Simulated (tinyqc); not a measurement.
A spin-degenerate level with charging energy between two leads, rate equations: relaxation from the empty dot.

States 0, up, down and 2 with energies 0, e1 - Ez/2, e1 + Ez/2 and 2 e1 + U. mu_L = +V/2, mu_R = -V/2 (meV), f(x) = 1/(1 + exp(x/kB T)). A transition that adds one electron of given spin at the energy E has the rate G f(E - mu) from each lead, and its reverse G [1 - f(E - mu)]. I counts electrons leaving the left lead, times q.

Explicit Euler step: p(new) = p + dt W p.

Stop when no probability changes by more than 1e-8 in a step, or after 60 steps.

Parameters, values chosen for the exercise:
- dt = 0.31 ns (time step)

W (1/ns):
```
,0,up,down,2
0,-6.20000,0.42000,0.42000,0.00000
up,3.10000,-3.52000,0.00000,0.42000
down,3.10000,0.00000,-3.52000,0.42000
2,0.00000,3.10000,3.10000,-0.84000
```

p at the start: 0 1, up 0, down 0, 2 0

Course of the iteration:
```
step,p(0) / 1e4,p(up) / 1e4,p(down) / 1e4,p(2) / 1e4,largest change
1,-0.00009,0.00010,0.00010,0.00000,1.92
2,0.00011,-0.00010,-0.00010,0.00018,2.02
3,-0.00013,0.00014,0.00014,-0.00005,2.37
4,0.00015,-0.00014,-0.00014,0.00023,2.80
5,-0.00018,0.00019,0.00019,-0.00010,3.31
6,0.00021,-0.00020,-0.00020,0.00029,3.91
7,-0.00025,0.00026,0.00026,-0.00017,4.63
8,0.00030,-0.00029,-0.00029,0.00037,5.47
...,...,...,...,...,...
53,-0.55738,0.55739,0.55739,-0.55730,1.03e4
54,0.65905,-0.65904,-0.65904,0.65913,1.22e4
55,-0.77926,0.77927,0.77927,-0.77918,1.44e4
56,0.92140,-0.92138,-0.92138,0.92147,1.70e4
57,-1.08946,1.08947,1.08947,-1.08938,2.01e4
58,1.28818,-1.28816,-1.28816,1.28825,2.38e4
59,-1.52314,1.52315,1.52315,-1.52306,2.81e4
60,1.80096,-1.80095,-1.80095,1.80103,3.32e4
```

Did this iteration meet its convergence test, and what does its course show?

No. The change grows and flips sign each step, and probabilities leave the range 0 to 1. The largest decay rate of W is 7.04 1/ns, so a step multiplies that mode by 1 - dt times the rate = -1.18, beyond -1; stability needs dt below 0.284 ns. In reruns, dt = 0.14 ns settles in 28 steps; implicit steps, p(new) = (1 - dt W)^(-1) p, at the original dt = 0.31 ns settle in 26 steps.

Range of the model: Rate equations need hbar G well below kB T; cotunnelling and the Kondo effect are left out.

tinyqc, about 0.01 s, one thread, Intel Xeon 2.30GHz (shared host): `OMP_NUM_THREADS=1 python tinyqc.py 2780130 2780131 out.jsonl`
